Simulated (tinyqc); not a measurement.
Sampled drift against the exact one: kinetic Monte Carlo and master equation for a particle on a ring of sites with traps and bias. Computed by tinyqc, a small Python program. Command: `OMP_NUM_THREADS=1 python tinyqc.py 3023177 3023178 out.jsonl kmc walk`. One thread of a shared host (Intel(R) Xeon(R) Processor @ 2.30GHz), about 0.09 s of CPU time with the checks.

8 sites on a ring, numbered 1 to 8. The saddle between i and i+1 lies at E0 + s b_i and site i at s eps_i; a force F tilts the landscape, with the saddle half-way.

Inputs (values chosen for the exercise, for a model defect):
```
quantity                        value         unit
reference barrier E0             0.47           eV
scale factor s of the disorder      1            -
attempt frequency nu              1.7          THz
temperature T                     470            K
site spacing a                    3.3     angstrom
force F along the ring          0.004  eV/angstrom
seed of the random numbers      83339            -
```

Disorder: random barriers.

site energies eps_i (eV): 0  0  0  0  0  0  0  0

saddle shifts b_i between sites i and i+1 (eV): 0.043  0.014  -0.022  -0.054  -1.8e-05  -0.042  -0.053  0.04

Constants: k_B = 8.617333262e-05 eV/K.

Method:
- Rates: k(i to i+1) = nu exp(-(E0 + s b_i - s eps_i - F a/2)/(k_B T)), k(i to i-1) = nu exp(-(E0 + s b_(i-1) - s eps_i + F a/2)/(k_B T)).
- Share right = k right/(k right + k left); mean stay = 1/(k right + k left).
- Master equation dP/dt = W P, W_(i+1,i) = k right, W_(i-1,i) = k left, columns summing to zero. The steady state is its null vector; drift v = a sum P_i (k right - k left). D = a^2 lambda''(0)/2, where lambda(q) is the leading eigenvalue of W with right hops weighted by exp(q) and left hops by exp(-q).
- The slowest relaxation rate is minus the real part of the next eigenvalue of W. 1 angstrom = 1e-8 cm.
- 400 independent walkers start on sites drawn with weights P_i (k right + k left), the steady shares of hops (random numbers not printed); the estimate is total displacement over total time, with its standard error from the spread between walkers.

occupations P_i: 0.157678  0.100645  0.081862  0.089739  0.113576  0.116616  0.147106  0.192777

drift velocity v = 0.141745 cm/s

Drift from sampling:
```
hops per walker  estimate (cm/s)  standard error (cm/s)  deviation in standard errors
10                       0.12056               0.020491                       -1.0341
30                       0.12054               0.012160                       -1.7441
100                      0.12515               0.006901                       -2.4053
300                      0.13801               0.003777                       -0.9881
1000                     0.13815               0.002264                       -1.5857
3000                     0.13956               0.001269                       -1.7217
```

What follows from these numbers?

The exact drift is 0.1417 cm/s. The standard error falls by a factor 3.05 from 100 to 1000 hops (sqrt10 = 3.16), and in the last row it is 0.90 % of the drift.

Extremes, crossings and ranges named in words are read from the listed rows.
